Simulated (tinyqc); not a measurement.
Thermal boundary conductance by the acoustic and diffuse mismatch models: one step, computed by the program tinyqc. Command: `OMP_NUM_THREADS=1 python tinyqc.py 3017766 3017767 out.jsonl kapitza walk`. One thread of a shared host (Intel(R) Xeon(R) Processor @ 2.30GHz), about 0.01 s of CPU time with the checks.

Each side has one longitudinal and two transverse Debye branches, omega = v q up to q_D = (6 pi^2 n)^(1/3), with n counting all atoms. Scattering at the interface is elastic. Electrons are left out of G, also for metals. Melting is ignored. G refers to the temperatures of the phonons sent towards the interface. Linear branches over all atoms overstate G at high T, most for crystals with several atoms a cell.

Problem. Temperature rise through the stack. In series: Delta T = J (d_1/kappa_1 + R + d_2/kappa_2), with bulk conductivities in the layers and one-dimensional flow.

Inputs (values chosen for the exercise, modelled on diamond (side 1) and aluminium (side 2)): conductivity kappa_1 = 2150 W/(m K); conductivity kappa_2 = 244 W/(m K); temperature T = 77 K; thickness d_1 = 140 nm; thickness d_2 = 280000 nm; heat flux J = 37 kW/cm^2.

Structure: film on a substrate.

boundary resistance R = 17.85013 m^2 K/GW

Give: temperature drops; total rise Delta T; interface share of film plus interface.

Solution.

temperature drops (K): film 0.02409, interface 6.605, substrate 424.6

total rise Delta T = 431.2 K

interface share of film plus interface = 0.9964

The substrate takes the largest drop, 98 % of the total. Caution: kappa_2 is of room-temperature size, so the Kapitza length is only nominal at this T. Caution: the rise is not small against T, so constant conductivities fail; a rise of thousands of kelvin would destroy the stack. Caution: the conductivities are of room-temperature size; at this T real values can differ much and free paths can be long. Caution: R from emitted-phonon temperatures is too large for use in series with Fourier layers, by up to a factor of about 2.
